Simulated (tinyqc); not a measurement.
Capacitance measurement on a leaky thin oxide: effects of series resistance and leakage: two steps of the calculation.

The device is a capacitance C in parallel with a leakage conductance G, in series with Rs and Ls. An impedance meter reports either a parallel pair (Cp, Gp) from Y = 1/Z = Gp + i w Cp or a series pair (Cs, Rm) from Z = Rm + 1/(i w Cs); w = 2 pi f, dissipation D = Gp/(w |Cp|).

Parameters, values chosen for the exercise; values of the order met in thin-oxide MOS capacitors: relative permittivity of the gate insulator (close to silicon dioxide) eox = 3.9; insulator thickness tox = 1.4 nm; gate area A = 2500 um^2; oxide-equivalent thickness added by the accumulation layer zc = 0.32 nm; oxide-equivalent thickness added by gate depletion zp = 0.19 nm; gate leakage current density, not matched to the thickness Jg = 0.99 A/cm^2; voltage for an e-fold rise of the leakage Vs = 0.41 V; series resistance Rs = 490 ohm; series inductance Ls = 26 nH; measuring frequency f = 2e5 Hz.

Constants: eps0 = 8.8541878128e-14 F/cm where lengths are in cm. Results are converted to the units shown.

Question 1. True capacitance and conductance. EOT = 3.9 tox/eox; CET = EOT + zc + zp; C = 3.9 eps0 A/CET; G = Jg A/Vs.

Find: EOT; CET; C; G.

Answer 1.

EOT = 1.4000 nm
CET = 1.9100 nm
C = 45.198 pF
G = 60.366 uS

Question 2. What the meter reports. Z = Rs + i w Ls + 1/(G + i w C).

C = 45.198079 pF
G = 60.365854 uS

Find: Z; Cp; Gp; Cs; D.

Answer 2.

Z = 9276.9-8267.4i ohm
Cp = 42.607 pF
Gp = 60.079 uS
Cs = 96.254 pF
D = 1.1221

Cp is 5.7 % below C and Cs is 2.13 times it; G Rs = 0.0296, w C Rs = 0.0278 and G/(w C) = 1.06.

Program tinyqc, `OMP_NUM_THREADS=1 python tinyqc.py 2022129 2022130 out.jsonl`; Intel Xeon 2.30GHz, shared host, one thread, about 0.01 s.
